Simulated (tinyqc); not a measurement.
Epitaxial growth on a vicinal surface: Burton-Cabrera-Frank step flow, step-edge barrier and island nucleation: one step, computed by the program tinyqc.

Adatoms land at rate F, hop on a square grid (a simplification for hexagonal faces), desorb, or join steps. Lengths are in units of a and n is the adatom coverage. Steps ascend at x = 0 and descend at x = l.

Question. Step flow or islands. Island density on a flat surface without desorption: N = 0.25 (F/D)^(i/(i+2)) exp(E_i/((i+2) k_B T)) per site, with E_i = 0 for i = 1; spacing l_n = N^(-1/2). Step flow needs an effective width l_eff = 2 x(peak) below l_n. Temperatures in kelvin are T(C) + 273.15.

Inputs (values chosen for the exercise, close to those used for GaAs(001)): deposition rate F = 0.16 layers/s; temperature T = 540 C; critical nucleus size i = 1.

D = 5713.014 a^2/s

position of the peak = 5.985559 a

Constants: k_B = 8.617333262e-05 eV/K.

Give: island density N on a flat surface; island spacing l_n; ratio l_eff/l_n.

Answer.

island density N on a flat surface = 0.007592 per site

island spacing l_n = 11.48 a

ratio l_eff/l_n = 1.043

The growth lies near the transition between step flow and nucleation. Caution: the prefactor 0.25 and the criterion are estimates, good to a factor of about two in length.
